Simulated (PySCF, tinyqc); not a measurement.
Inside a calculation. Method: FCI on RHF in the sto-3g basis, frozen core, for BeH+, spin multiplicity 1. The lowest restricted solution is unstable here: a spin-polarised one lies 0.0314 hartree lower (PySCF). Computed by tinyqc, a small Python program that keeps every step (integrals from PySCF). Settings: charge = 1, multiplicity = 1, basis = sto-3g, method = RHF, frozen orbitals = 1, energy threshold = 1e-10, iteration cap = 87, orthogonalisation = symmetric, start = Wolfsberg-Helmholz matrix, DIIS depth = 6, ci = FCI. Command: `OMP_NUM_THREADS=1 python tinyqc.py 22309 22310 out.jsonl` (the two numbers bound the seeds that draw the settings). One thread of a shared host (Intel(R) Xeon(R) Processor @ 2.60GHz), about 0.2 s of CPU time with the checks. The early iterations of the SCF are left out here.

## One-electron integrals

Geometry (angstrom):

| atom | x | y | z |
|---|---|---|---|
| Be | 0.00000 | 0.00000 | 0.00000 |
| H | 0.00000 | 0.00000 | 2.10000 |

Basis sto-3g: exponents (1/bohr^2) and contraction coefficients of normalised primitives:

| element | l (shell) | exponent | coefficient |
|---|---|---|---|
| Be | s (1) | 30.16787 | 0.15433 |
| Be | s (1) | 5.49512 | 0.53533 |
| Be | s (1) | 1.48719 | 0.44463 |
| Be | s (2) | 1.31483 | -0.09997 |
| Be | s (2) | 0.30554 | 0.39951 |
| Be | s (2) | 0.09937 | 0.70012 |
| Be | p (3) | 1.31483 | 0.15592 |
| Be | p (3) | 0.30554 | 0.60768 |
| Be | p (3) | 0.09937 | 0.39196 |
| H | s (1) | 3.42525 | 0.15433 |
| H | s (1) | 0.62391 | 0.53533 |
| H | s (1) | 0.16886 | 0.44463 |

Overlap, kinetic and nuclear-attraction integrals over the contracted functions; the nuclear repulsion is the sum of Za Zb / Rab.

nuclear repulsion = 1.0079566 hartree

overlap S:
```
          1Be 1s   1Be 2s  1Be 2px  1Be 2py  1Be 2pz    2H 1s
1Be 1s   1.00000  0.25952  0.00000  0.00000  0.00000  0.01263
1Be 2s   0.25952  1.00000  0.00000  0.00000  0.00000  0.20618
1Be 2px  0.00000  0.00000  1.00000  0.00000  0.00000  0.00000
1Be 2py  0.00000  0.00000  0.00000  1.00000  0.00000  0.00000
1Be 2pz  0.00000  0.00000  0.00000  0.00000  1.00000  0.28189
2H 1s    0.01263  0.20618  0.00000  0.00000  0.28189  1.00000
```

kinetic energy T (hartree):
```
           1Be 1s    1Be 2s  1Be 2px  1Be 2py  1Be 2pz     2H 1s
1Be 1s    6.69397  -0.03301  0.00000  0.00000  0.00000  -0.00482
1Be 2s   -0.03301   0.21111  0.00000  0.00000  0.00000   0.00198
1Be 2px   0.00000   0.00000  0.66059  0.00000  0.00000   0.00000
1Be 2py   0.00000   0.00000  0.00000  0.66059  0.00000   0.00000
1Be 2pz   0.00000   0.00000  0.00000  0.00000  0.66059   0.03186
2H 1s    -0.00482   0.00198  0.00000  0.00000  0.03186   0.76003
```

nuclear attraction V (hartree):
```
            1Be 1s    1Be 2s   1Be 2px   1Be 2py   1Be 2pz     2H 1s
1Be 1s   -14.81308  -1.96464   0.00000   0.00000  -0.00733  -0.09421
1Be 2s    -1.96464  -2.56369   0.00000   0.00000  -0.07671  -0.43604
1Be 2px    0.00000   0.00000  -2.52868   0.00000   0.00000   0.00000
1Be 2py    0.00000   0.00000   0.00000  -2.52868   0.00000   0.00000
1Be 2pz   -0.00733  -0.07671   0.00000   0.00000  -2.57752  -0.58019
2H 1s     -0.09421  -0.43604   0.00000   0.00000  -0.58019  -2.23435
```

core Hamiltonian H = T + V (hartree):
```
           1Be 1s    1Be 2s   1Be 2px   1Be 2py   1Be 2pz     2H 1s
1Be 1s   -8.11911  -1.99765   0.00000   0.00000  -0.00733  -0.09903
1Be 2s   -1.99765  -2.35258   0.00000   0.00000  -0.07671  -0.43406
1Be 2px   0.00000   0.00000  -1.86809   0.00000   0.00000   0.00000
1Be 2py   0.00000   0.00000   0.00000  -1.86809   0.00000   0.00000
1Be 2pz  -0.00733  -0.07671   0.00000   0.00000  -1.91693  -0.54833
2H 1s    -0.09903  -0.43406   0.00000   0.00000  -0.54833  -1.47432
```

## Two-electron integrals

Functions are numbered as in S; the eight-fold symmetry (ij|kl) = (ji|kl) = (kl|ij) leaves the list below.

Two-electron integrals (ij|kl) in chemists' order, unique and non-zero (hartree):
```
(11|11) 2.29883   (21|11) 0.39204   (21|21) 0.07954   (22|11) 0.57099
(22|21) 0.14304   (22|22) 0.41768   (31|31) 0.01461   (32|31) 0.02189
(32|32) 0.09226   (33|11) 0.56958   (33|21) 0.14308   (33|22) 0.41759
(33|33) 0.44986   (41|41) 0.01461   (42|41) 0.02189   (42|42) 0.09226
(43|43) 0.02425   (44|11) 0.56958   (44|21) 0.14308   (44|22) 0.41759
(44|33) 0.40136   (44|44) 0.44986   (51|51) 0.01461   (52|51) 0.02189
(52|52) 0.09226   (53|53) 0.02425   (54|54) 0.02425   (55|11) 0.56958
(55|21) 0.14308   (55|22) 0.41759   (55|33) 0.40136   (55|44) 0.40136
(55|55) 0.44986   (61|11) 0.01867   (61|21) 0.00380   (61|22) 0.00692
(61|33) 0.00687   (61|44) 0.00687   (61|51) 0.00037   (61|52) 0.00070
(61|55) 0.00702   (61|61) 0.00019   (62|11) 0.07616   (62|21) 0.01952
(62|22) 0.06657   (62|33) 0.06377   (62|44) 0.06377   (62|51) 0.00245
(62|52) 0.01793   (62|55) 0.07211   (62|61) 0.00104   (62|62) 0.02028
(63|31) 0.00131   (63|32) 0.00708   (63|53) 0.00271   (63|63) 0.00130
(64|41) 0.00131   (64|42) 0.00708   (64|54) 0.00271   (64|64) 0.00130
(65|11) 0.09539   (65|21) 0.02463   (65|22) 0.08698   (65|33) 0.08218
(65|44) 0.08218   (65|51) 0.00379   (65|52) 0.02726   (65|55) 0.09647
(65|61) 0.00134   (65|62) 0.02921   (65|65) 0.04255   (66|11) 0.25192
(66|21) 0.06536   (66|22) 0.24808   (66|33) 0.23359   (66|44) 0.23359
(66|51) 0.00729   (66|52) 0.07295   (66|55) 0.27664   (66|61) 0.00347
(66|62) 0.10680   (66|65) 0.15989   (66|66) 0.77461
```

## Orthogonalisation

S = U s U^T; symmetric (Loewdin) form X = U s^(-1/2) U^T, so that X^T S X = 1.

eigenvalues of S: 0.61216  0.80835  1.00000  1.00000  1.18041  1.39908

X:
```
           1Be 1s    1Be 2s  1Be 2px  1Be 2py   1Be 2pz     2H 1s
1Be 1s    1.02710  -0.13856  0.00000  0.00000  -0.00398   0.01607
1Be 2s   -0.13856   1.04549  0.00000  0.00000   0.02490  -0.11556
1Be 2px   0.00000   0.00000  1.00000  0.00000   0.00000   0.00000
1Be 2py   0.00000   0.00000  0.00000  1.00000   0.00000   0.00000
1Be 2pz  -0.00398   0.02490  0.00000  0.00000   1.03278  -0.15299
2H 1s     0.01607  -0.11556  0.00000  0.00000  -0.15299   1.05082
```

## Iteration 9 (converged): orbitals

converged F (hartree):
```
           1Be 1s    1Be 2s   1Be 2px   1Be 2py   1Be 2pz     2H 1s
1Be 1s   -4.96468  -1.39428   0.00000   0.00000   0.01454  -0.06809
1Be 2s   -1.39428  -0.83349   0.00000   0.00000  -0.07445  -0.28403
1Be 2px   0.00000   0.00000  -0.11058   0.00000   0.00000   0.00000
1Be 2py   0.00000   0.00000   0.00000  -0.11058   0.00000   0.00000
1Be 2pz   0.01454  -0.07445   0.00000   0.00000  -0.18140  -0.24734
2H 1s    -0.06809  -0.28403   0.00000   0.00000  -0.24734  -0.36899
```

Diagonalise F' = X^T F X, C = X C', fill 2 alpha and 2 beta electrons from the bottom; D = 2 C_occ C_occ^T. Each column has its largest component positive (the first on a tie).

F' = X^T F X (hartree):
```
          1         2         3         4         5         6
1  -4.85779  -0.69633   0.00000   0.00000   0.01477   0.03306
2  -0.69633  -0.54354   0.00000   0.00000  -0.03230  -0.19271
3   0.00000   0.00000  -0.11058   0.00000   0.00000   0.00000
4   0.00000   0.00000   0.00000  -0.11058   0.00000   0.00000
5   0.01477  -0.03230   0.00000   0.00000  -0.12616  -0.18730
6   0.03306  -0.19271   0.00000   0.00000  -0.18730  -0.27543
```

orbital energies (hartree): MO1 -4.96742, MO2 -0.60589, MO3 -0.24814, MO4 -0.11058, MO5 -0.11058, MO6 0.01853

coefficients C:
```
              MO1       MO2       MO3       MO4      MO5       MO6
1Be 1s    0.99307  -0.21093  -0.19535   0.00000  0.00000  -0.07459
1Be 2s    0.02566   0.72130   0.71203   0.00000  0.00000   0.31355
1Be 2px   0.00000   0.00000   0.00000  -0.13950  0.99022   0.00000
1Be 2py   0.00000   0.00000   0.00000   0.99022  0.13950   0.00000
1Be 2pz  -0.00202   0.22446  -0.51635   0.00000  0.00000   0.87959
2H 1s    -0.00247   0.50316  -0.50910   0.00000  0.00000  -0.79302
```

D after iteration 9:
```
           1Be 1s    1Be 2s  1Be 2px  1Be 2py   1Be 2pz     2H 1s
1Be 1s    2.06136  -0.25332  0.00000  0.00000  -0.09871  -0.21717
1Be 2s   -0.25332   1.04185  0.00000  0.00000   0.32371   0.72573
1Be 2px   0.00000   0.00000  0.00000  0.00000   0.00000   0.00000
1Be 2py   0.00000   0.00000  0.00000  0.00000   0.00000   0.00000
1Be 2pz  -0.09871   0.32371  0.00000  0.00000   0.10078   0.22589
2H 1s    -0.21717   0.72573  0.00000  0.00000   0.22589   0.50636
```

Within a degenerate level the vectors are fixed only up to a rotation; this is one choice.

## Convergence

Stop when the energy changes by less than 1e-10 hartree and every element of the error matrix X^T (F D S - S D F) X is below 3e-06.

Course of the cycle:

| iteration | E (hartree) | change | largest element of the error matrix |
|---|---|---|---|
| 1 | -14.4570727 | - | 1.76e-01 |
| 2 | -14.5177829 | -6.07e-02 | 6.80e-02 |
| 3 | -14.5476331 | -2.99e-02 | 5.47e-02 |
| 4 | -14.5636844 | -1.61e-02 | 1.65e-02 |
| 5 | -14.5641241 | -4.40e-04 | 7.47e-03 |
| 6 | -14.5643507 | -2.27e-04 | 2.73e-03 |
| 7 | -14.5643740 | -2.33e-05 | 4.58e-04 |
| 8 | -14.5643747 | -6.76e-07 | 5.51e-06 |
| 9 | -14.5643747 | -9.01e-11 | 1.63e-07 |

PySCF RHF in the same basis = -14.5643747 hartree

Converged in 9 iterations.

## Integrals over molecular orbitals

(pq|rs) = sum C_ip C_jq C_kr C_ls (ij|kl), one index at a time.

one-electron integrals over orbitals h = C^T H C (hartree):
```
          1         2         3         4         5         6
1  -8.10979   0.18431   0.18575   0.00000   0.00000   0.04419
2   0.18431  -1.88924  -0.13751   0.00000   0.00000  -0.24111
3   0.18575  -0.13751  -1.77842   0.00000   0.00000   0.14197
4   0.00000   0.00000   0.00000  -1.86809   0.00000   0.00000
5   0.00000   0.00000   0.00000   0.00000  -1.86809   0.00000
6   0.04419  -0.24111   0.14197   0.00000   0.00000  -1.66553
```

Two-electron integrals over orbitals (pq|rs), unique and non-zero (hartree); the lowest 1 orbital is frozen and left out:
```
(22|22) 0.41692    (32|22) -0.05717   (32|32) 0.08956    (33|22) 0.33827
(33|32) 0.01478    (33|33) 0.39427    (42|42) 0.04902    (43|42) 0.03741
(43|43) 0.04460    (44|22) 0.34181    (44|32) 0.05868    (44|33) 0.35954
(44|44) 0.44986    (52|52) 0.04902    (53|52) 0.03741    (53|53) 0.04460
(54|54) 0.02425    (55|22) 0.34181    (55|32) 0.05868    (55|33) 0.35954
(55|44) 0.40136    (55|55) 0.44986    (62|22) -0.00018   (62|32) 0.05996
(62|33) -0.01688   (62|44) 0.06850    (62|55) 0.06850    (62|62) 0.10605
(63|22) 0.05511    (63|32) -0.08797   (63|33) -0.02828   (63|44) -0.05082
(63|55) -0.05082   (63|62) -0.06070   (63|63) 0.10492    (64|42) 0.02069
(64|43) 0.00284    (64|64) 0.02057    (65|52) 0.02069    (65|53) 0.00284
(65|65) 0.02057    (66|22) 0.42148    (66|32) -0.05548   (66|33) 0.36890
(66|44) 0.34941    (66|55) 0.34941    (66|62) -0.01364   (66|63) 0.04748
(66|66) 0.44996
```

## FCI: determinants and Hamiltonian

one-electron integrals dressed by the frozen orbital, h + 2 (pq|11) - (p1|1q) (hartree):
```
          2         3         4         5         6
2  -1.02281   0.05716   0.00000   0.00000   0.00018
3   0.05716  -0.83512   0.00000   0.00000  -0.05027
4   0.00000   0.00000  -0.74518   0.00000   0.00000
5   0.00000   0.00000   0.00000  -0.74518   0.00000
6   0.00018  -0.05027   0.00000   0.00000  -0.71839
```

energy of the frozen orbital, 2 h_11 + (11|11) = -13.9436240 hartree

Hartree-Fock energy = -14.5643747 hartree

Slater-Condon rules over spin orbitals, with the nuclear repulsion and the energy of the frozen orbital added and E(HF) subtracted on the diagonal. Only determinants linked to the reference directly or through others are kept (one block of an abelian symmetry group), so some states are absent.

Occupation strings over the orbitals (2 doubly, a alpha, b beta, 0 empty; spin orbitals ordered 1a 1b 2a 2b ...): 220000 2ab000 2a000b 2ba000 2b000a 202000 20a00b 200200 200020 20b00a 200002

H - E(HF) between determinants (hartree):
```
          220000    2ab000    2a000b    2ba000    2b000a    202000    20a00b    200200
220000   0.00000   0.00000   0.00000   0.00000   0.00000   0.08956   0.05996   0.04902
2ab000   0.00000   0.10905   0.00484  -0.08956  -0.05996   0.07195  -0.08797   0.03741
2a000b   0.00000   0.00484   0.30899  -0.05996  -0.10605  -0.08797   0.00168   0.02069
2ba000   0.00000  -0.08956  -0.05996   0.10905   0.00484  -0.07195   0.01670  -0.03741
2b000a   0.00000  -0.05996  -0.10605   0.00484   0.30899   0.08797   0.06070  -0.02069
202000   0.08956   0.07195  -0.08797  -0.07195   0.08797   0.35274  -0.07854   0.04460
20a00b   0.05996  -0.08797   0.00168   0.01670   0.06070  -0.07854   0.44411   0.00284
200200   0.04902   0.03741   0.02069  -0.03741  -0.02069   0.04460   0.00284   0.58820
200020   0.04902   0.03741   0.02069  -0.03741  -0.02069   0.04460   0.00284   0.02425
20b00a  -0.05996   0.01670   0.06070  -0.08797   0.00168   0.07854  -0.10492  -0.00284
200002   0.10605  -0.06070  -0.01347   0.06070   0.01347   0.10492  -0.00278   0.02057

          200020    20b00a    200002
220000   0.04902  -0.05996   0.10605
2ab000   0.03741   0.01670  -0.06070
2a000b   0.02069   0.06070  -0.01347
2ba000  -0.03741  -0.08797   0.06070
2b000a  -0.02069   0.00168   0.01347
202000   0.04460   0.07854   0.10492
20a00b   0.00284  -0.10492  -0.00278
200200   0.02425  -0.00284   0.02057
200020   0.58820  -0.00284   0.02057
20b00a  -0.00284   0.44411   0.00278
200002   0.02057   0.00278   0.64189
```

## FCI: roots

Diagonalise (each vector has its largest component positive (the first on a tie)); all determinants have Ms = 0, so triplets appear too. The lowest singlet root is the correlation energy.

lowest roots of this matrix, relative to E(HF) (hartree): -0.05696  -0.00437  0.08295  0.18190  0.25216  0.38408  0.47919  0.56395

lowest vectors:
```
          root 1   root 2    root 3    root 4
220000   0.93683  0.00000  -0.14652   0.00000
2ab000   0.02613  0.68211   0.56627  -0.08792
2a000b  -0.06600  0.14677  -0.20717   0.63763
2ba000  -0.02613  0.68211  -0.56627  -0.08792
2b000a   0.06600  0.14677   0.20717   0.63763
202000  -0.25560  0.00000  -0.44155   0.00000
20a00b  -0.12776  0.11484   0.04699  -0.29274
200200  -0.04625  0.00000  -0.02234   0.00000
200020  -0.04625  0.00000  -0.02234   0.00000
20b00a   0.12776  0.11484  -0.04699  -0.29274
200002  -0.10009  0.00000   0.22581   0.00000
```

<S^2> of these roots: 0.00000  2.00000  0.00000  2.00000  0.00000  2.00000  0.00000  0.00000

weight of the ground state by excitation level 0, 1, 2, ...: 0.87765  0.01008  0.11227

The reference has a weight of only 0.88: one determinant is a poor start here. A root of higher spin lies below E(HF).
